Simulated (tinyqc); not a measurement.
Metal gate on a two-layer dielectric stack with fixed charge and a dipole: one step of the calculation.

Gate, layer 2, layer 1, p-type semiconductor; x runs from the gate inwards. Charges are counted in units of +q. psi is the band bending at the surface, positive towards inversion. Classical charge, Boltzmann statistics, no interface traps.

Question. Equivalent thickness and work-function difference. EOT = 3.9 (t1/e1 + t2/e2), Cox = eps0/(t1/e1 + t2/e2); phi_ms = pM - (chi + Eg - Vt ln(Nv/Na)).

Values chosen for this exercise; band and dielectric values close to those of silicon, layer 1 close to silicon dioxide, layer 2 close to zirconium oxide:
- T = 250 K (temperature)
- Eg = 1.12 eV (band gap)
- Nv = 2.01e19 cm^-3 (valence-band density of states at T)
- chi = 4.01 eV (electron affinity)
- Na = 3.6e16 cm^-3 (acceptor density)
- pM = 4.64 eV (work function of the gate metal)
- t1 = 0.7 nm (thickness of layer 1, next to the semiconductor)
- e1 = 3.82 (relative permittivity of layer 1)
- t2 = 1.5 nm (thickness of layer 2, next to the gate)
- e2 = 24.8 (relative permittivity of layer 2)

Constants: q = 1.602176634e-19 C, kB = 1.380649e-23 J/K, Vt = kB T/q, eps0 = 8.8541878128e-14 F/cm where lengths are in cm. Results are converted to the units shown.

Give: EOT; Cox; share of layer 1 in the EOT; phi_ms.

Answer.

EOT = 0.95055 nm
Cox = 3.6328 uF/cm^2
share of layer 1 in the EOT = 75.184 %
phi_ms = -0.35374 V

Program tinyqc, `OMP_NUM_THREADS=1 python tinyqc.py 2010112 2010113 out.jsonl`; Intel Xeon 2.30GHz, shared host, one thread, about 0.01 s.
